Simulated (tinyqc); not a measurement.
Decay of LO phonons and the hot-phonon bottleneck in the cooling of electrons: one step, computed by the program tinyqc. Command: `OMP_NUM_THREADS=1 python tinyqc.py 3010472 3010473 out.jsonl hotphonon walk`. One thread of a shared host (Intel(R) Xeon(R) Processor @ 2.30GHz), about 0.01 s of CPU time with the checks.

n(E, T) = 1/(exp(E/(k_B T)) - 1) is the Bose occupation. Electrons have a temperature T_e; the LO modes within their reach share one occupation N; the decay products stay at the lattice temperature.

Problem. Electron and phonon temperatures in closed form. Net emission per electron: [(N + 1) x - N]/tau_sp with x = exp(-hbar omega/(k_B T_e)), a simple two-level balance; steady state of the modes: n [(N + 1) x - N]/tau_sp = N_m (N - N_0)/tau; power per electron P = hbar omega [(N + 1) x - N]/tau_sp. With p = P tau_sp/(hbar omega): N = N_0 + r p and x = (p + N)/(N + 1); without hot phonons N = N_0. The mode temperature T_LO solves n(hbar omega, T_LO) = N.

Inputs (values chosen for the exercise, modelled on aluminium nitride): LO energy hbar omega = 112 meV; lattice temperature T = 77 K; power supplied per electron P = 1.3 nW.

Decay channel: two equal phonons (Klemens).

emission time tau_sp = 4.930615 fs

equilibrium LO occupation N_0 = 4.671040e-08

bottleneck ratio r = 21.83212

Constants: e = 1.602176634e-19 C; k_B = 8.617333262e-05 eV/K.

Give: reduced power p; LO occupation N; electron temperature T_e; T_e without hot phonons; mode temperature T_LO.

Solution.

reduced power p = 3.572e-04

LO occupation N = 0.007799

electron temperature T_e = 269.8 K

T_e without hot phonons = 163.8 K

mode temperature T_LO = 267.3 K

Caution: alpha is above 1/2, so hbar/tau_sp exceeds hbar omega and the emission time, a weak-coupling result, is only rough.
